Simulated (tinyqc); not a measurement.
Modulation-doped quantum well, Poisson-Schroedinger loop with local exchange and correlation: two steps of the calculation.

A well of width L centred at z = 0 between barriers Vb; effective-mass electrons, parabolic bands. The electrons come from donor sheets outside the mesh, a share fL of Ns on the left and the rest on the right, so the structure is neutral. Energies are counted from the band edge of the well, with U = 0 on the first node in the Hartree part.

Values chosen for this exercise; material values close to those of GaN in AlGaN:
```
symbol   value   unit                     meaning
T          150      K                 temperature
md       0.196     m0               in-plane mass
hz         2.2     nm                   mesh step
Ns      5.3e11  cm^-2  sheet density of electrons
```

Constants: q = 1.602176634e-19 C, kB = 1.380649e-23 J/K, hbar = 1.054571817e-34 J s, m0 = 9.1093837015e-31 kg, Vt = kB T/q, hbar^2/(2 m0) = 0.0380998212 eV nm^2. Results are converted to the units shown.

Question 1. Levels and probability densities. Tridiagonal Hamiltonian with psi = 0 one step beyond both ends: H_ii = C (1/m_(i-1/2) + 1/m_(i+1/2))/hz^2 + V0_i + U_i, H_(i,i+1) = -C/(m_(i+1/2) hz^2), C = hbar^2/(2 m0). The lowest 3 level(s) are kept, normalised to hz sum |psi|^2 = 1.

```
node  fixed potential V0 (eV)  self-consistent potential U at the start (eV)
1                  0.40000000                                              0
2                  0.40000000                                              0
3                  0.40000000                                              0
4                  0.40000000                                              0
5                  0.00000000                                              0
6                  0.00000000                                              0
7                  0.00000000                                              0
8                  0.00000000                                              0
9                  0.00000000                                              0
10                 0.00000000                                              0
11                 0.00000000                                              0
12                 0.00000000                                              0
13                 0.00000000                                              0
14                 0.00000000                                              0
15                 0.40000000                                              0
16                 0.40000000                                              0
17                 0.40000000                                              0
18                 0.40000000                                              0
```

mass on the intervals 1/2, 3/2, ... (mean of both at an interface) (m0): [0.253, 0.253, 0.253, 0.253, 0.2255, 0.198, 0.198, 0.198, 0.198, 0.198, 0.198, 0.198, 0.198, 0.198, 0.2255, 0.253, 0.253, 0.253, 0.253]

Give: levels; |psi|^2 of E1; |psi|^2 of E2; |psi|^2 of E3.

Answer 1.

levels (eV): E1 0.00297, E2 0.01172, E3 0.02571

```
node  |psi|^2 of E1 (1/nm)  |psi|^2 of E2 (1/nm)  |psi|^2 of E3 (1/nm)
1                  0.00000               0.00000               0.00000
2                  0.00000               0.00000               0.00000
3                  0.00000               0.00000               0.00000
4                  0.00005               0.00018               0.00036
5                  0.00867               0.03066               0.05633
6                  0.02615               0.07042               0.07600
7                  0.04762               0.07697               0.01843
8                  0.06678               0.04315               0.00846
9                  0.07801               0.00590               0.06770
10                 0.07801               0.00590               0.06770
11                 0.06678               0.04315               0.00846
12                 0.04762               0.07697               0.01843
13                 0.02615               0.07042               0.07600
14                 0.00867               0.03066               0.05633
15                 0.00005               0.00018               0.00036
16                 0.00000               0.00000               0.00000
17                 0.00000               0.00000               0.00000
18                 0.00000               0.00000               0.00000
```

Question 2. Converged levels, occupations and centroid. Level k holds N_k = D_k Vt ln(1 + exp((EF - E_k)/Vt)) with D = md m0 q/(pi hbar^2) per eV (spin included); EF is fixed by sum N_k = Ns.

Solve for the levels with V0 + U, find EF, n_i = sum_k N_k |psi_k|^2 (in cm^-3); share of each level N_k/Ns; centroid sum n z/sum n.

```
node  z (nm)  fixed potential V0 (eV)  converged U (eV)
1      -18.7               0.40000000      -0.000016449
2      -16.5               0.40000000       0.010875492
3      -14.3               0.40000000       0.021436657
4      -12.1               0.40000000       0.030354094
5       -9.9               0.00000000       0.032519877
6       -7.7               0.00000000       0.039889344
7       -5.5               0.00000000       0.046577096
8       -3.3               0.00000000       0.051031115
9       -1.1               0.00000000       0.052956930
10       1.1               0.00000000       0.052956930
11       3.3               0.00000000       0.051031115
12       5.5               0.00000000       0.046577096
13       7.7               0.00000000       0.039889344
14       9.9               0.00000000       0.032519877
15      12.1               0.40000000       0.030354094
16      14.3               0.40000000       0.021436657
17      16.5               0.40000000       0.010875492
18      18.7               0.40000000      -0.000016449
```

mass on the intervals 1/2, 3/2, ... (mean of both at an interface) (m0): [0.253, 0.253, 0.253, 0.253, 0.2255, 0.198, 0.198, 0.198, 0.198, 0.198, 0.198, 0.198, 0.198, 0.198, 0.2255, 0.253, 0.253, 0.253, 0.253]

Give: levels; EF; shares; n; centroid.

Answer 2.

levels (eV): E1 0.05016, E2 0.05418, E3 0.06927
EF = 0.03386 eV
shares (%): E1 49.83, E2 37.67, E3 12.50
n, node 1 to 18 (in units of 1e17 cm^-3): [0.000, 0.000, 0.000, 0.014, 2.230, 3.444, 2.696, 1.933, 1.728, 1.728, 1.933, 2.696, 3.444, 2.230, 0.014, 0.000, 0.000, 0.000]
centroid = 0 nm

tinyqc, about 0.2 s, one thread, Intel Xeon 2.30GHz (shared host): `OMP_NUM_THREADS=1 python tinyqc.py 2140145 2140146 out.jsonl`
